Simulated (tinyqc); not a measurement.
Leakage currents through a thin dielectric: one step, computed by the program tinyqc.

Electrons leave an electrode with Fermi energy E_F above its band bottom; barriers are counted from the Fermi level, and both electrodes are alike.

Problem. Transmission at the Fermi level. Field F = V/t; equivalent oxide thickness 3.9 t/k. WKB: a layer of mass m, field F and barrier b(x) = b_0 - e F x gives the exponent (4 sqrt(2 m)/(3 hbar e F)) [b_0^(3/2) - max(b_0 - e F t, 0)^(3/2)] for b_0 > 0; b_0 = barrier - (E - E_F); the transmission is D(E) = exp(-sum of exponents), without image force.

Inputs (values chosen for the exercise, modelled on SiO2):

| quantity | value | unit |
|---|---|---|
| barrier height phi_B | 3.04 | eV |
| tunnelling mass m | 0.4 | m_0 |
| thickness t | 8.1 | nm |
| voltage V | 2.5 | V |

Stack: single layer.

Constants: m_0 = 9.1093837015e-31 kg; e = 1.602176634e-19 C; hbar = 1.054571817e-34 J s.

Give: exponent of the dielectric; transmission D(E_F).

Solution.

exponent of the dielectric = 68.638

transmission D(E_F) = 1.5513e-30
